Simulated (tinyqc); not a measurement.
## Barrier and mass from two temperatures

Question. The saturation current of a Schottky diode is J0 = A* T^2 exp(-q phi/(kB T)) with a fixed barrier and A* = 4 pi q me m0 kB^2/h^3 (times 1e-4 for A/(cm^2 K^2)). Find phi, A* and me.

Constants: q = 1.602176634e-19 C, kB = 1.380649e-23 J/K, h = 6.62607015e-34 J s, m0 = 9.1093837015e-31 kg. Results are converted to the units shown.

J0 at 280 and 400 K (A/cm^2): [9.3440302e-5, 0.17791290]

Answer. The slope of ln(J0/T^2) against q/(kB T) is -phi and the intercept is ln A*.

phi = 0.5500 eV
A* = 9.458 A/(cm^2 K^2)
me = 0.07870 m0

Numbers from tinyqc (`OMP_NUM_THREADS=1 python tinyqc.py 2640128 2640129 out.jsonl`; about 0.01 s on one thread of a shared Intel Xeon 2.30GHz).
